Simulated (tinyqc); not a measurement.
Decay of LO phonons and the hot-phonon bottleneck in the cooling of electrons. Changing the electron density n. Computed by tinyqc, a small Python program. Command: `OMP_NUM_THREADS=1 python tinyqc.py 3002280 3002281 out.jsonl hotphonon sweep`. One thread of a shared host (Intel(R) Xeon(R) Processor @ 2.30GHz), about 0.02 s of CPU time with the checks.

n(E, T) = 1/(exp(E/(k_B T)) - 1) is the Bose occupation. Electrons have a temperature T_e; the LO modes within their reach share one occupation N; the decay products stay at the lattice temperature.

Inputs (values chosen for the exercise, modelled on indium arsenide): LO energy hbar omega = 30.8 meV; lifetime at T = 0, tau_0 = 8.2 ps; share f of the energy in the softer product = 0.2; lattice temperature T = 300 K; electron mass m* = 0.0249 m_0; eps_inf = 12.6; static dielectric constant eps_s = 14.9; density of LO modes that the electrons reach, N_m = 5.8e+19 1/cm^3; power supplied per electron P = 0.38 nW.

Decay channel: two unequal phonons (Ridley).

Constants: k_B = 8.617333262e-05 eV/K; c = 299792458 m/s; e^2/(4 pi eps_0) = 14.39964548 eV angstrom; hbar^2/(2 m_0) = 3.80998212 eV angstrom^2; hbar = 6.582119569e-16 eV s; e = 1.602176634e-19 C.

Method:
- Decay rate 1/tau = (1/tau_0) [1 + n(f hbar omega) + n((1 - f) hbar omega)].
- Full width Gamma = 1/(2 pi c tau) in 1/cm, c in cm/s.
- Froehlich coupling alpha = (e^2/(4 pi eps_0)) (1/eps_inf - 1/eps_s) k_0/(2 hbar omega), k_0 = sqrt(m* hbar omega/(hbar^2/(2 m_0))); emission time tau_sp = hbar/(2 alpha hbar omega); bottleneck ratio r = (n/N_m) tau/tau_sp.
- Net emission per electron: [(N + 1) x - N]/tau_sp with x = exp(-hbar omega/(k_B T_e)), a simple two-level balance; steady state of the modes: n [(N + 1) x - N]/tau_sp = N_m (N - N_0)/tau; power per electron P = hbar omega [(N + 1) x - N]/tau_sp.
- With p = P tau_sp/(hbar omega): N = N_0 + r p and x = (p + N)/(N + 1); without hot phonons N = N_0. The mode temperature T_LO solves n(hbar omega, T_LO) = N.

One run for each value; columns: (1) electron density n (1/cm^3); (2) electron temperature T_e (K); (3) mode temperature T_LO (K); (4) T_e without hot phonons (K); (5) bottleneck ratio r:
```
(1)          (2)     (3)     (4)         (5)
1.00e+16  311.88  300.01  311.88  1.0060e-03
3.00e+16  311.90  300.02  311.88  3.0179e-03
1.00e+17  311.96  300.08  311.88  1.0060e-02
3.00e+17  312.12  300.25  311.88  3.0179e-02
1.00e+18  312.70  300.82  311.88  1.0060e-01
3.00e+18  314.36  302.45  311.88  3.0179e-01
1.00e+19  320.13  308.16  311.88  1.0060e+00
3.00e+19  336.53  324.34  311.88  3.0179e+00
1.00e+20  392.87  379.87  311.88  1.0060e+01
```

Over the rows, electron temperature T_e (K) rises from 312 to 393; mode temperature T_LO (K) rises from 300 to 380; T_e without hot phonons (K) does not change. The exponent of T_e without hot phonons stays at 0: without hot phonons each electron cools on its own. The exponent of bottleneck ratio r stays at 1: r is proportional to n. Hot phonons add under 5 % to T_e up to n = 1e19 per cm^3 among these rows (r = 1.0); at high n T_LO closes in on T_e.

Caution (rows 3.00e17, 1.00e18, 3.00e18, 1.00e19, 3.00e19, 1.00e20): the electrons are degenerate; Pauli blocking and the Fermi energy, left out here, matter.
